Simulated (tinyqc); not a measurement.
Changing the mass m_2: phonon transmission through an interface between two chains by Green functions. Computed by tinyqc, a small Python program. Command: `OMP_NUM_THREADS=1 python tinyqc.py 3028483 3028484 out.jsonl agf sweep`. One thread of a shared host (Intel(R) Xeon(R) Processor @ 2.30GHz), about 0.03 s of CPU time with the checks.

Two semi-infinite chains (masses m_1, m_2; springs k_1, k_2), motion along the chain. The central region holds the end atom of each chain, joined by springs k_b. lambda = omega^2 in eV/(angstrom^2 u); nu = 15.6333042 THz x sqrt(lambda).

Inputs (values chosen for the exercise, for two model chains):

| quantity | value | unit |
|---|---|---|
| mass m_1 | 36.6 | u |
| spring k_1 | 8.69 | eV/angstrom^2 |
| spring k_2 | 14.9 | eV/angstrom^2 |
| junction spring k_b | 18 | eV/angstrom^2 |
| probe frequency / lower band top | 0.29 | - |
| temperature T | 20 | K |

Atoms in the interlayer: none.

Constants: nu for 1 eV/(angstrom^2 u) = 15.6333042 THz; h x 1 THz = 4.135667696 meV; k_B = 8.617333262e-05 eV/K; k_B = 1.380649e-23 J/K; h = 6.62607015e-34 J s.

Method:
- nu_max = 15.6333042 THz x 2 sqrt(k/m); impedance Z = sqrt(k m); long-wave transmission 4 Z_1 Z_2/(Z_1 + Z_2)^2; the probe frequency is the given share of the lower band top.
- In chain i, sin(q_i a/2) = nu/nu_max,i. An outgoing wave makes the next atom move as exp(i q_i a) times the end atom, so the lead adds the self-energy Sigma_i = -k_i exp(i q_i a) to the force-constant matrix; Gamma_i = -2 Im Sigma_i = 2 k_i sin(q_i a).
- A = lambda M - K - Sigma over the central atoms, with K_ii the sum of the springs at i, K_(i,i+1) = -k_b; G = inverse of A; transmission = Gamma_1 Gamma_2 |G_(first,last)|^2.
- Landauer conductance G = k_B int tau(nu) x^2 e^x/(e^x - 1)^2 d nu, x = h nu/(k_B T), from 0 to the lower band top (240 Gauss-Legendre points in s from 0 to 1, nu = nu_top sin(pi s/2)); tau is the transmission, and its thermal mean is G over the value for tau = 1 in the same window; the quantum is g_0 = pi^2 k_B^2 T/(3 h).

One run for each value:

| mass m_2 (u) | conductance G (pW/K) | long-wave transmission | thermal mean of the transmission | band top of chain 2 (THz) |
|---|---|---|---|---|
| 6.1 | 17.169 | 0.90801 | 0.90702 | 48.866 |
| 9.8 | 18.214 | 0.96306 | 0.96223 | 38.553 |
| 16.0 | 18.818 | 0.99482 | 0.99417 | 30.173 |
| 25.0 | 18.889 | 0.99844 | 0.99789 | 24.138 |
| 41.0 | 18.422 | 0.97384 | 0.97325 | 18.849 |
| 66.0 | 17.481 | 0.92441 | 0.92351 | 14.856 |
| 110.0 | 16.041 | 0.84915 | 0.84745 | 11.507 |
| 170.0 | 14.572 | 0.77274 | 0.76982 | 9.257 |
| 270.0 | 12.876 | 0.68520 | 0.68026 | 7.345 |
| 440.0 | 11.043 | 0.59168 | 0.58344 | 5.754 |

Over the rows, conductance G (pW/K) goes from 17.2 through a maximum among these rows, 18.9 at 25.0, to 11.0; long-wave transmission goes from 0.908 through a maximum among these rows, 0.998 at 25.0, to 0.592; thermal mean of the transmission goes from 0.907 through a maximum among these rows, 0.998 at 25.0, to 0.583. The impedances match at m_2 = 21.3 u and the band tops at 62.8 u; above the second value a heavier chain 2 lowers the top of the window.

Extremes, crossings and ranges named in words are read from the listed rows.
